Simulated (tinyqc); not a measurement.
Changing the localisation length xi: hopping conduction between localised states. Computed by tinyqc, a small Python program. Command: `OMP_NUM_THREADS=1 python tinyqc.py 3003809 3003810 out.jsonl hop sweep`. One thread of a shared host (Intel(R) Xeon(R) Processor @ 2.30GHz), about 0.01 s of CPU time with the checks.

Energies are counted from the Fermi level. A small network shows the mechanism; the laws of an infinite system follow.

Inputs (values chosen for the exercise, for a model amorphous semiconductor):
```
quantity                                    value          unit
density of states g_0                     3.8e+12   1/(eV cm^2)
permittivity eps                               10             -
activation energy E_a to extended states     0.12            eV
prefactor of activated conduction             410  microsiemens
prefactor of hopping                         0.33  microsiemens
conductance scale G_0                           1  microsiemens
temperature T                                  56             K
```

Dimension: 2D.

sites of the small network (nm, nm, meV):
```
      x     y  energy
1     0  1.03    1.47
2  0.49  0.62   -3.37
3  1.43  0.48     1.9
4  2.08  0.81  -11.57
5  2.45  0.96   29.11
6  3.27  1.36  -18.85
7  4.07   0.1  -10.46
8   4.6  0.79     1.6
```

Constants: k_B = 8.617333262e-05 eV/K; e^2/(4 pi eps_0) = 14.39964548 eV angstrom.

Method:
- Miller-Abrahams exponent s_ij = 2 r_ij/xi + (|E_i| + |E_j| + |E_i - E_j|)/(2 k_B T); G_ij = G_0 exp(-s_ij). The diagonal is set to 0 and not used.
- Site 1 is held at potential 1 and site 8 at 0; Kirchhoff's law sum_j G_ij (u_i - u_j) = 0 fixes the others; G = sum_j G_1j (1 - u_j). G_ij = G_0 exp(-s_ij).
- Mott: T_M = 13.8/(k_B g_0 xi^2), exponent (T_M/T)^(1/3), mean hop r = (1/3) xi times the exponent. Efros-Shklovskii: T_ES = 6.5 e^2/(4 pi eps eps_0 k_B xi), exponent (T_ES/T)^(1/2). Coulomb gap width g_0 (e^2/(4 pi eps eps_0))^2. The numerical coefficients come from percolation theory and are given.
- sigma = s_1 exp(-E_a/k_B T) + s_2 exp(-larger of the two exponents); reduced activation energy w = d ln(sigma)/d ln(T) by a central difference of +/- 1 %.

One run for each value:
```
localisation length xi (nm)  hopping part (microsiemens)  -ln(G/G_0)     T_M (K)  T_ES (K)
0.21                                          4.1748e-53      17.659  9.5562e+07     51722
0.28                                          4.7616e-44      14.257  5.3753e+07     38791
0.37                                          8.7532e-37      11.712  3.0784e+07     29356
0.49                                          1.0420e-30       9.633  1.7552e+07     22166
0.66                                          2.1405e-25       7.766  9.6746e+06     16457
0.88                                          3.5626e-21       6.205  5.4420e+06     12343
1.20                                          1.9117e-17       4.766  2.9266e+06      9051
1.60                                          1.3034e-14       3.660  1.6462e+06      6788
```

What does the table show, and why?

Over the rows, hopping part (microsiemens) rises from 4.17e-53 to 1.30e-14 (exponent d ln y / d ln x 72 between the first rows and 23 between the last); -ln(G/G_0) falls from 17.7 to 3.66 (exponent d ln y / d ln x -0.74 between the first rows and -0.92 between the last); T_M (K) falls from 9.56e7 to 1.65e6 (exponent d ln y / d ln x about -2.0 throughout). The exponent of T_M stays at -2: T_M = 13.8/(k_B g_0 xi^2).
